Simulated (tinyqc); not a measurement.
Static response in three, two and one dimensions: static screening by free carriers.

Lindhard at zero temperature: eps(q)/eps = 1 + (qTF/q)^2 L(x), x = q/(2 kF), L(x) = 1/2 + ((1 - x^2)/(4x)) ln|(1 + x)/(1 - x)|.

kF = 0.0241382 1/angstrom
qTF = 0.0568629 1/angstrom

x = q/(2 kF). Response over its long-wave value: L3 as above; L2 = 1 for x <= 1 and 1 - sqrt(1 - 1/x^2) beyond; L1 = ln|(1 + x)/(1 - x)|/(2x).

Response:
```
x         L3     L2     L1  eps(q)/eps, Lindhard 3D  Thomas-Fermi
0.100  0.997  1.000  1.003                    139.3         139.7
0.299  0.970  1.000  1.032                    16.05         16.52
0.498  0.913  1.000  1.098                    6.106         6.594
0.697  0.818  1.000  1.236                    3.335         3.856
0.896  0.660  1.000  1.620                    2.140         2.728
0.975  0.555  1.000  2.241                    1.810         2.459
1.015  0.464  0.829  2.414                    1.624         2.347
1.095  0.359  0.593  1.413                    1.416         2.157
1.294  0.232  0.365  0.794                    1.192         1.829
1.593  0.144  0.222  0.463                    1.079         1.547
2.190  0.073  0.110  0.225                    1.021         1.289
```

What does the comparison show, and why?

Next to x = 1 the table has L3 = 0.555 and 0.464, L2 = 1.000 and 0.829, L1 = 2.241 and 2.414: an infinite slope in 3D, a kink in 2D and a logarithmic peak in 1D, where the whole Fermi surface is joined by 2 kF. These features give Friedel oscillations of period pi/kF = 130 angstrom at zero temperature; they wash out once kT nears EF, so this table, for T = 0, describes the gas only where EF is well above kT. Thomas-Fermi overstates eps(q) by 8.0 % at x = 0.498 and by 43.4 % at x = 1.593.

(tinyqc, `OMP_NUM_THREADS=1 python tinyqc.py 1651871 1651872 out.jsonl`, Intel(R) Xeon(R) Processor @ 2.30GHz, 1 thread, shared host, about 0.01 s.)
